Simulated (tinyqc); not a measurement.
Abrupt p-n junction, non-linear Poisson equation by Newton steps: one step of the calculation.

One dimension, p side on the left, n side on the right; net doping C = -Na for x < 0 and +Nd for x > 0. The potential psi is counted from the intrinsic level, and the quasi-Fermi potentials are flat: 0 for holes and -V for electrons, so n = ni exp((psi + V)/Vt) and p = ni exp(-psi/Vt) (Boltzmann statistics, full ionisation, no current). Under reverse bias this makes the minority densities vanishingly small everywhere; they play no part in the charge.

Problem. Intrinsic density, end potentials and Debye lengths. ni = sqrt(Nc Nv) exp(-Eg/(2 Vt)), Eg in volts; psi_p = -Vt ln(Na/ni), psi_n = Vt ln(Nd/ni) - V; Debye length sqrt(eps0 eps_r Vt/(q N)).

Parameters, values chosen for the exercise; band and dielectric values close to those of silicon: temperature T = 350 K; band gap Eg = 1.12 eV; relative permittivity eps_r = 11.8; conduction-band density of states at T Nc = 3.59e19 cm^-3; valence-band density of states at T Nv = 3.39e19 cm^-3; acceptor density of the p side Na = 1.5e17 cm^-3; donor density of the n side Nd = 1.4e18 cm^-3; bias of the p side against the n side V = -4 V.

Constants: q = 1.602176634e-19 C, kB = 1.380649e-23 J/K, Vt = kB T/q, eps0 = 8.8541878128e-14 F/cm where lengths are in cm. Results are converted to the units shown.

Give: ni; psi_p; psi_n; Debye length, p side; Debye length, n side.

Solution.

ni = 3.0130e11 cm^-3
psi_p = -0.39565 V
psi_n = 4.4630 V
Debye length, p side = 11.451 nm
Debye length, n side = 3.7481 nm

Computed by the program tinyqc: `OMP_NUM_THREADS=1 python tinyqc.py 2000163 2000164 out.jsonl`, one thread of a shared Intel Xeon 2.30GHz, about 0.02 s for the whole run.
